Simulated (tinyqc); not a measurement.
Defect, radiative and Auger recombination at equal electron and hole densities (ABC model): sweeps and comparisons. A value that a table varies takes the place of the one given here.

J/(e d) = Ae n + B n^2 + C n^3 with Ae = A + 4 S/w (four side walls, carriers spread evenly), e = 1.602176634e-19 C, lengths in cm; internal efficiency IQE = B n^2/(Ae n + B n^2 + C n^3); all injected carriers recombine in the layer.

Parameters, chosen for this exercise (orders of magnitude like those quoted for InGaAs; shifted at random, so the results belong to these values and not to a real crystal):
```
symbol  value     unit        meaning
A       41000000  1/s         defect rate
B       6.4e-11   cm^3/s      radiative coefficient
C       6.5e-29   cm^6/s      Auger coefficient
S       0         cm/s        recombination velocity of the side walls
w       45        micrometre  side of the square mesa
d       97        nm          active thickness
S2      12000     cm/s        recombination velocity of the side walls in this comparison
J       2600      A/cm^2      current density
```

## Efficiency against current

The slope is d ln(B n^2)/d ln J = 2 (Ae + B n + C n^2)/(Ae + 2 B n + 3 C n^2).

Results:
```
J (A/cm^2)  n (1/cm^3)      IQE  slope  differential lifetime (ns)
0.20          3.12e+15  0.00485  1.990                        24.2
0.70          1.08e+16   0.0166  1.967                        23.6
2.0           2.99e+16   0.0446  1.910                        22.2
10            1.28e+17    0.163  1.659                        16.5
40            3.57e+17    0.317  1.293                        8.97
2.0e+02       8.76e+17    0.382  0.971                        3.30
7.0e+02       1.54e+18    0.336  0.839                        1.43
2.0e+03       2.35e+18    0.274  0.776                       0.707
1.0e+04       4.28e+18    0.182  0.724                       0.241
4.0e+04       7.00e+18    0.122  0.700                      0.0953
```

IQE peaks at 0.383 for J = 164 A/cm^2, where the slope passes 1. It is 0.00485 at the lowest current and 0.122 at the highest, a droop of 68 %. The slope runs from 1.99 to 0.70; its limits are 2 (defects alone), 1 (radiation alone) and 2/3 (Auger alone). In the 3 rows above about 2e18 1/cm^3 the bands are degenerate: B saturates and stimulated emission, left out, would clamp n in a laser cavity.

## Shrinking the mesa

S = S2; w takes the values listed.

Results:
```
w (micrometre)  Ae (1/s)  IQE_max  J at the peak (A/cm^2)  IQE at J
200             4.34e+07    0.376                     177     0.257
100             4.58e+07    0.370                     190     0.256
50              5.06e+07    0.358                     216     0.255
20              6.50e+07    0.330                     301     0.250
10              8.90e+07    0.296                     460     0.243
5               1.37e+08    0.253                     828     0.229
2               2.81e+08    0.191                2.25e+03     0.191
1               5.21e+08    0.148                5.38e+03     0.139
```

The walls equal the bulk defect rate at w = 4 S/A = 11.7 micrometre. From 200 to 1 micrometre the peak efficiency falls from 0.376 to 0.148 and moves to a current 30.5 times higher; at the fixed J the efficiency goes from 0.257 to 0.139. For large w diffusion to the walls, left out here, would limit the loss.

## Spreading the carriers over a thicker layer

d is multiplied by the factor listed, at the same J.

Results:
```
factor  n (1/cm^3)  defect  radiative  Auger
0.10      6.02e+18  0.0147      0.139  0.847
0.20      4.70e+18  0.0230      0.169  0.808
0.50      3.37e+18  0.0413      0.217  0.742
1.0       2.59e+18  0.0636      0.258  0.679
2.0       1.98e+18  0.0970      0.300  0.603
5.0       1.35e+18   0.166      0.351  0.483
10        9.93e+17   0.243      0.377  0.380
20        7.06e+17   0.346      0.381  0.273
```

The best factor listed is 20 (IQE 0.3810); the optimum factor equals J/J_peak = 15.9, a layer of 1.54e+03 nm, since only J/d matters and the peak value 0.383 does not depend on d. A thicker layer trades Auger loss (0.847 to 0.273) for defect loss (0.0147 to 0.346).

## What moves the efficiency

IQE_max = Q/(Q + 2) with Q = B/sqrt(Ae C), reached at n = sqrt(Ae/C). Each row changes one parameter from the base and keeps the others.

Results:
```
case                n (1/cm^3)     IQE  IQE_max  J at the peak (A/cm^2)
base                 2.595e+18  0.2576   0.3827                     164
A = 82000000 1/s     2.532e+18  0.2452   0.3047                     412
B = 9.6e-11 cm^3/s   2.474e+18  0.3512   0.4818                     195
C = 1.3e-28 cm^6/s   2.149e+18  0.1766   0.3047                     103
d = 194 nm           1.980e+18  0.2999   0.3827                     328
J = 7800 A/cm^2      3.909e+18  0.1948   0.3827                     164
```

The largest shifts from the base row, up to three for each result and ties (the steps differ in size, so this ranks the rows, not the parameters). n (1/cm^3): J +1.31e+18, d -6.15e+17, C -4.46e+17. IQE: B +0.0936, C -0.0810, J -0.0628. IQE_max: B +0.0991, A -0.0779, C -0.0779; unchanged at the printed digits by d and J. J at the peak (A/cm^2): A +248, d +164, C -61.0; unchanged at the printed digits by J.

Computed by tinyqc, a small Python program: `OMP_NUM_THREADS=1 python tinyqc.py 1650889 1650890 out.jsonl` (the numbers bound the seed that draws the inputs); one thread of a shared host (Intel(R) Xeon(R) Processor @ 2.30GHz), about 0.01 s for the whole set of steps.
